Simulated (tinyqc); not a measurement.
## Long-channel MOSFET, surface-potential model: effect of the acceptor density of the body

n-channel transistor on a uniformly doped p-type body, gradual-channel approximation, constant mobility, Boltzmann statistics, full ionisation. Potentials are counted from the neutral body; V is the electron quasi-Fermi potential, Vsb at the source and Vsb + Vds at the drain. Charges are magnitudes per area.

ni = sqrt(Nc Nv) exp(-Eg/(2 Vt)), Eg in volts; phiF = Vt ln(Na/ni); Cox = eps0 eox/tox; gamma = sqrt(2 q eps0 eps_r Na)/Cox. The surface potential psi at channel potential V solves Vgs + Vsb - Vfb - psi = gamma sqrt(G), G = psi - Vt + Vt exp((psi - 2 phiF - V)/Vt). Charge sheet: Qi = Cox gamma [sqrt(G) - sqrt(psi - Vt)]; I = mu (W/L) [integral of Qi dpsi from psi_0 to psi_L (drift) + Vt (Qi0 - QiL) (diffusion)], with psi_0 at V = Vsb and psi_L at V = Vsb + Vds. VT = Vfb + 2 phiF + gamma sqrt(2 phiF + Vsb), m = 1 + gamma/(2 sqrt(2 phiF + Vsb)). The swing is 20 mV/log10[I(VT - 0.14 V)/I(VT - 0.16 V)] of the charge-sheet current at the given Vds.

Values chosen for this exercise; material values those of a made-up semiconductor: temperature T = 300 K; band gap Eg = 1.28 eV; relative permittivity of the semiconductor eps_r = 16.1; conduction-band density of states at T Nc = 4.72e17 cm^-3; valence-band density of states at T Nv = 1.09e19 cm^-3; relative permittivity of the gate insulator eox = 24.9; insulator thickness tox = 140 nm; flat-band voltage Vfb = -0.9 V; channel mobility mu = 220 cm^2/(V s); gate width W = 2 um; gate length L = 2 um; source-body reverse bias Vsb = 0.3 V; gate-source voltage Vgs = 2.05 V; drain-source voltage Vds = 2 V.

Constants: q = 1.602176634e-19 C, kB = 1.380649e-23 J/K, Vt = kB T/q, eps0 = 8.8541878128e-14 F/cm where lengths are in cm. Results are converted to the units shown.

Effect of the acceptor density of the body:
```
Na (cm^-3)  gamma (V^0.5)  VT (V)      m  swing (mV/decade)  I at Vgs, Vds (uA)
1.3e16             0.4893  0.6739  1.214              73.89               21.79
2.4e16             0.6649  0.9158  1.287              78.50               13.67
4.4e16             0.9003   1.232  1.384              84.62               6.293
8.2e16              1.229   1.667  1.518              93.14               1.115
1.5e17              1.662   2.234  1.693              104.4            3.924e-4
2.8e17              2.271   3.027  1.936              120.5           3.672e-10
```

As Na goes from 1.3e16 to 2.8e17 cm^-3, VT rises from 0.674 to 3.03 V, the swing rises from 73.9 to 120 mV a decade and the current falls from 21.8 to 3.67e-10 uA. The swing is 2.3 % above m Vt ln 10 in the first row and 4.5 % above it in the last. The gate voltage is below VT in 2 of the 6 rows. For Na = 1.3e16 to 8.2e16 cm^-3 the surface electron density at the source passes 0.3 Nc, where degeneracy and quantisation, left out here, matter.

Numbers from tinyqc (`OMP_NUM_THREADS=1 python tinyqc.py 2360137 2360138 out.jsonl`; about 0.05 s on one thread of a shared Intel Xeon 2.30GHz).
